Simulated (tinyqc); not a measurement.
## Disorder from G

Problem. A flat band at zero energy with self-consistent Born disorder has G = 1/(z - D G), z = E + i eta. Find D and the half-width 2 sqrt(D) of the broadened level.

Values chosen for this exercise:
```
symbol   value  unit                      meaning
eta       0.15    eV              bare broadening
E       -0.195    eV  energy from the band centre
```

G = -0.2640549-1.5231085i 1/eV

Solution. D = (z - 1/G)/G, which comes out real.

D = 0.320 eV^2
half-width = 1.13 eV

Program tinyqc, `OMP_NUM_THREADS=1 python tinyqc.py 2720040 2720041 out.jsonl`; Intel Xeon 2.30GHz, shared host, one thread, about 0.01 s.
